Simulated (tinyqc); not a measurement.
Magnetisation curve: two coupled magnetic layers: synthetic antiferromagnet, spin flop, exchange bias and magnetoresistance. Computed by tinyqc, a small Python program. Command: `OMP_NUM_THREADS=1 python tinyqc.py 3007095 3007096 out.jsonl saf walk`. One thread of a shared host (Intel(R) Xeon(R) Processor @ 2.30GHz), about 0.3 s of CPU time with the checks.

Moments lie in the plane at the angles p1, p2 from the field. Energy per area: E = J1 cos(p1 - p2) + J2 cos^2(p1 - p2) - B M_s (t1 cos p1 + t2 cos p2) + K (t1 cos^2 p1 + t2 cos^2 p2).

Inputs (values chosen for the exercise, for a model stack): saturation magnetisation M_s = 1040 kA/m; thickness t1 = 2.4 nm; thickness t2 = 1.8 nm; antiferromagnetic coupling J1 = 0.84 mJ/m^2; biquadratic coupling J2 = 0 mJ/m^2; in-plane anisotropy K = 5.3 kJ/m^3; field over the saturation field = 0.5.

Field direction: along the hard axis.

Method. The parallel state is stable while the Hessian at p1 = p2 = 0 is positive: with c = J1 + 2 J2 and u = B M_s - 2K, (u t1 - c)(u t2 - c) > c^2, so B_sat M_s = c (1/t1 + 1/t2) + 2K. B_K = 2K/M_s. The lowest minimum of E over both angles (from five starts; of two mirror images the one with p1 >= 0, and for equal layers |p1| <= |p2|).

saturation field B_sat = 795.449 mT

Equilibrium states:
```
B/B_sat  B (mT)  p1 (degrees)  p2 (degrees)  m/m_sat
0.02      15.91        76.533       -101.23   0.0496
0.06      47.73        55.722       -118.36   0.1183
0.12      95.45        45.733       -123.43   0.1627
0.20     159.09        47.875       -112.52   0.2191
0.30     238.63        50.209        -97.79   0.3076
0.45     357.95        48.522        -80.05   0.4525
0.60     477.27        43.030        -64.68   0.6010
0.80     636.36        31.124        -43.45   0.8003
0.95     755.68        15.666        -21.09   0.9501
1.10     874.99         0.000          0.00   1.0000
```

What does the comparison show, and why?

From the first row the moments are canted and close at B_sat. The largest gap between m/m_sat and B/B_sat in the canted rows is 0.058.

Extremes, crossings and ranges named in words are read from the listed rows.
